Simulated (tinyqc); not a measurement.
UHF in the 6-311g basis, for H2, spin multiplicity 3, step by step (part 3 of 3). Computed by tinyqc, a small Python program that keeps every step (integrals from PySCF). Command: `OMP_NUM_THREADS=1 python tinyqc.py 20219 20220 out.jsonl` (the two numbers bound the seeds that draw the settings). One thread of a shared host (Intel(R) Xeon(R) Processor @ 2.60GHz), about 0.08 s of CPU time with the checks.

Geometry (angstrom):
```
atom        x        y        z
H     0.00000  0.00000  0.00000
H     0.00000  0.00000  0.90800
```

## Iteration 14 (converged): orbitals

converged F(alpha) (hartree), order 1H 1s, 1H 2s, 1H 3s, 2H 1s, 2H 2s, 2H 3s:
```
[[0.27012, -0.66546, -0.58619, -0.40204, -0.48846, -0.45804],
 [-0.66546, -0.58687, -0.53545, -0.48846, -0.54085, -0.47904],
 [-0.58619, -0.53545, -0.38190, -0.45804, -0.47904, -0.36805],
 [-0.40204, -0.48846, -0.45804, 0.27012, -0.66546, -0.58619],
 [-0.48846, -0.54085, -0.47904, -0.66546, -0.58687, -0.53545],
 [-0.45804, -0.47904, -0.36805, -0.58619, -0.53545, -0.38190]]
```

converged F(beta) (hartree), order 1H 1s, 1H 2s, 1H 3s, 2H 1s, 2H 2s, 2H 3s:
```
[[0.92304, -0.05202, -0.17505, -0.20437, -0.15709, -0.15269],
 [-0.05202, 0.08866, -0.03977, -0.15709, -0.07905, -0.07375],
 [-0.17505, -0.03977, 0.01075, -0.15269, -0.07375, -0.01788],
 [-0.20437, -0.15709, -0.15269, 0.92304, -0.05202, -0.17505],
 [-0.15709, -0.07905, -0.07375, -0.05202, 0.08866, -0.03977],
 [-0.15269, -0.07375, -0.01788, -0.17505, -0.03977, 0.01075]]
```

X, order 1H 1s, 1H 2s, 1H 3s, 2H 1s, 2H 2s, 2H 3s:
```
[[1.37616, -0.75498, 0.21503, 0.03743, -0.00958, -0.03910],
 [-0.75498, 2.25875, -1.08428, -0.00958, -0.46166, 0.30740],
 [0.21503, -1.08428, 2.47960, -0.03910, 0.30740, -1.29769],
 [0.03743, -0.00958, -0.03910, 1.37616, -0.75498, 0.21503],
 [-0.00958, -0.46166, 0.30740, -0.75498, 2.25875, -1.08428],
 [-0.03910, 0.30740, -1.29769, 0.21503, -1.08428, 2.47960]]
```

Diagonalise F' = X^T F X, C = X C', fill 2 alpha and 0 beta electrons from the bottom; D(s) = C_occ C_occ^T. Each column has its largest component positive (the first on a tie).

F' = X^T F X (alpha) (hartree):
```
[[1.38367, -1.29867, -0.05217, -0.08191, -0.14876, -0.10554],
 [-1.29867, 0.73824, -0.45956, -0.14876, -0.14682, 0.00940],
 [-0.05217, -0.45956, 0.12035, -0.10554, 0.00940, -0.10849],
 [-0.08191, -0.14876, -0.10554, 1.38367, -1.29867, -0.05217],
 [-0.14876, -0.14682, 0.00940, -1.29867, 0.73824, -0.45956],
 [-0.10554, 0.00940, -0.10849, -0.05217, -0.45956, 0.12035]]
```

orbital energies (alpha) (hartree): [-0.79787, -0.26310, 0.25596, 0.43022, 2.41237, 2.44694]

coefficients C (alpha), order 1H 1s, 1H 2s, 1H 3s, 2H 1s, 2H 2s, 2H 3s:
```
[[0.20170, 0.15929, -0.05444, -0.10257, -1.08181, -1.12393],
 [0.33934, 0.48491, -0.73032, -1.27797, 1.75447, 1.24912],
 [0.08984, 1.00850, 0.87407, 2.40265, -1.15967, -0.49360],
 [0.20170, -0.15929, -0.05444, 0.10257, 1.08181, -1.12393],
 [0.33934, -0.48491, -0.73032, 1.27797, -1.75447, 1.24912],
 [0.08984, -1.00850, 0.87407, -2.40265, 1.15967, -0.49360]]
```

F' = X^T F X (beta) (hartree):
```
[[1.81939, -1.03565, 0.07414, -0.05840, -0.10606, -0.07302],
 [-1.03565, 1.07120, -0.29706, -0.10606, -0.12209, 0.03452],
 [0.07414, -0.29706, 0.23957, -0.07302, 0.03452, -0.09213],
 [-0.05840, -0.10606, -0.07302, 1.81939, -1.03565, 0.07414],
 [-0.10606, -0.12209, 0.03452, -1.03565, 1.07120, -0.29706],
 [-0.07302, 0.03452, -0.09213, 0.07414, -0.29706, 0.23957]]
```

orbital energies (beta) (hartree): [-0.07289, 0.19086, 0.35402, 0.64240, 2.56952, 2.57640]

coefficients C (beta), order 1H 1s, 1H 2s, 1H 3s, 2H 1s, 2H 2s, 2H 3s:
```
[[0.13675, 0.08278, 0.06306, -0.09569, -1.09096, -1.13322],
 [0.16835, -0.09082, 0.84532, -1.46555, 1.67046, 1.21075],
 [0.31157, 1.93295, -0.83397, 1.79642, -1.08222, -0.47236],
 [0.13675, -0.08278, 0.06306, 0.09569, 1.09096, -1.13322],
 [0.16835, 0.09082, 0.84532, 1.46555, -1.67046, 1.21075],
 [0.31157, -1.93295, -0.83397, -1.79642, 1.08222, -0.47236]]
```

D(alpha) after iteration 14, order 1H 1s, 1H 2s, 1H 3s, 2H 1s, 2H 2s, 2H 3s:
```
[[0.06606, 0.14569, 0.17876, 0.01531, -0.00880, -0.14252],
 [0.14569, 0.35029, 0.51952, -0.00880, -0.11999, -0.45855],
 [0.17876, 0.51952, 1.02515, -0.14252, -0.45855, -1.00901],
 [0.01531, -0.00880, -0.14252, 0.06606, 0.14569, 0.17876],
 [-0.00880, -0.11999, -0.45855, 0.14569, 0.35029, 0.51952],
 [-0.14252, -0.45855, -1.00901, 0.17876, 0.51952, 1.02515]]
```

D(beta) after iteration 14, order 1H 1s, 1H 2s, 1H 3s, 2H 1s, 2H 2s, 2H 3s:
```
[[0.00000, 0.00000, 0.00000, 0.00000, 0.00000, 0.00000],
 [0.00000, 0.00000, 0.00000, 0.00000, 0.00000, 0.00000],
 [0.00000, 0.00000, 0.00000, 0.00000, 0.00000, 0.00000],
 [0.00000, 0.00000, 0.00000, 0.00000, 0.00000, 0.00000],
 [0.00000, 0.00000, 0.00000, 0.00000, 0.00000, 0.00000],
 [0.00000, 0.00000, 0.00000, 0.00000, 0.00000, 0.00000]]
```

## Convergence

Stop when the energy changes by less than 1e-08 hartree and every element of the error matrix X^T (F D S - S D F) X (for each spin) is below 3e-05.

Course of the cycle:
```
iteration  E (hartree)     change  largest element of the error matrix
1           -0.3608998          -                             5.31e-01
2           -0.7078744  -3.47e-01                             1.84e-01
3           -0.8115048  -1.04e-01                             4.10e-02
4           -0.8367626  -2.53e-02                             8.63e-03
5           -0.8423255  -5.56e-03                             1.76e-03
6           -0.8434772  -1.15e-03                             3.58e-04
7           -0.8437096  -2.32e-04                             7.17e-05
8           -0.8437561  -4.66e-05                             1.44e-05
9           -0.8437654  -9.31e-06                             2.90e-06
10          -0.8437673  -1.86e-06                             5.89e-07
11          -0.8437677  -3.73e-07                             1.19e-07
12          -0.8437677  -7.45e-08                             2.42e-08
13          -0.8437677  -1.49e-08                             4.85e-09
14          -0.8437678  -2.98e-09                             9.70e-10
```

PySCF UHF in the same basis, after a stability check = -0.8437678 hartree

Converged in 14 iterations.

## Populations, bond orders and dipole

overlap S, order 1H 1s, 1H 2s, 1H 3s, 2H 1s, 2H 2s, 2H 3s:
```
[[1.00000, 0.70638, 0.37366, 0.14604, 0.32970, 0.28261],
 [0.70638, 1.00000, 0.78896, 0.32970, 0.61899, 0.62687],
 [0.37366, 0.78896, 1.00000, 0.28261, 0.62687, 0.85964],
 [0.14604, 0.32970, 0.28261, 1.00000, 0.70638, 0.37366],
 [0.32970, 0.61899, 0.62687, 0.70638, 1.00000, 0.78896],
 [0.28261, 0.62687, 0.85964, 0.37366, 0.78896, 1.00000]]
```

Mulliken: Z minus the diagonal of D S on the atom; Loewdin: the same with S^(1/2) D S^(1/2); Mayer order: 2 sum_s sum (D(s) S)_ij (D(s) S)_ji over the two atoms.

Charges (e):
```
atom  Mulliken  Loewdin  Mulliken spin
1H           0        0        1.00000
2H           0        0        1.00000
```

Mayer bond orders:
```
pair     order
2-1   -0.27813
```

dipole moment about the origin, x y z (debye): [0.00000, 0.00000, 0.00000]

<S^2> of the determinant (pure state: 2) = 2.00000
